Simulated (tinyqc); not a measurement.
From phonon resistivity rho_ph back to Debye temperature Theta: Bloch-Grueneisen resistivity of a metal. Computed by tinyqc, a small Python program. Command: `OMP_NUM_THREADS=1 python tinyqc.py 3006089 3006090 out.jsonl bg inv`. One thread of a shared host (Intel(R) Xeon(R) Processor @ 2.30GHz), about 0.01 s of CPU time with the checks.

Electrons scatter from a Debye spectrum of phonons (n = 5 for scattering within one band, n = 3 for scattering into a second, heavy band) and from static defects.

Inputs (values chosen for the exercise, modelled on nickel):
```
quantity                      value  unit
exponent n                        3     -
transport coupling lambda_tr   0.23     -
Drude plasma energy hbar w_p    6.3    eV
temperature T                   295     K
```

Addition: none.

Constants: k_B = 1.380649e-23 J/K; hbar = 1.054571817e-34 J s; eps_0 = 8.8541878128e-12 F/m; hbar = 6.582119569e-16 eV s.

Method. rho_ph = (n - 1) rho_1 (T/Theta)^n J_n(Theta/T), with rho_1 = 2 pi lambda_tr k_B Theta/(hbar eps_0 w_p^2), the high-temperature line at T = Theta. J_n(y) = int_0^y x^n e^x/(e^x - 1)^2 dx, by 96 Gauss-Legendre points (upper limit at most 60).

Question. A run gave the result below. Find the Debye temperature Theta, known to lie between 210 and 610 K.

phonon resistivity rho_ph = 6.404239 microohm cm

Answer.

Each step takes the trial c = (a f_b - b f_a)/(f_b - f_a), f being the result less the target and a, b, c the logarithms of the listed values; c replaces end b, the old b replaces a if the sign of f changed, and otherwise f_a is halved.

Scan of the range:
```
Debye temperature Theta (K)  phonon resistivity rho_ph (microohm cm)
210                                                          6.73793
251                                                          6.67814
300                                                          6.59421
358                                                          6.47842
428                                                          6.31714
511                                                          6.09950
610                                                          5.80980
```

False position (Illinois rule, in the logarithm of the input) inside the bracket:
```
step    end a    end b    trial  phonon resistivity rho_ph (microohm cm)
1     358.000  428.000  388.649                                  6.41055
2     428.000  388.649  391.188                                  6.40473
3     428.000  391.188  391.578                                  6.40383
4     391.188  391.578  391.400                                  6.40424
5     391.578  391.400  391.400                                  6.40424
```

Phonon resistivity rho_ph falls at every point of a 13-point scan of the range (every second point is shown), so one value fits; it is bracketed by 358 and 428. Answer: Debye temperature Theta = 391.4 K.
